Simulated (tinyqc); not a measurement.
Inside a calculation. Method: UHF in the sto-3g basis, for H4+, spin multiplicity 2. This run ends on a higher stationary point, not on the lowest solution. One step of it, computed by the program tinyqc.

Problem. Orthogonalisation. S = U s U^T; symmetric (Loewdin) form X = U s^(-1/2) U^T, so that X^T S X = 1.

overlap S:
```
          1H 1s     2H 1s     3H 1s     4H 1s
1H 1s  1.000000  0.264223  0.091781  0.039775
2H 1s  0.264223  1.000000  0.039775  0.091781
3H 1s  0.091781  0.039775  1.000000  0.264223
4H 1s  0.039775  0.091781  0.264223  1.000000
```

Give: eigenvalues of S; X.

Solution.

eigenvalues of S: 0.6838  0.7878  1.1327  1.3958

X:
```
         1H 1s    2H 1s    3H 1s    4H 1s
1H 1s   1.0305  -0.1375  -0.0440  -0.0026
2H 1s  -0.1375   1.0305  -0.0026  -0.0440
3H 1s  -0.0440  -0.0026   1.0305  -0.1375
4H 1s  -0.0026  -0.0440  -0.1375   1.0305
```
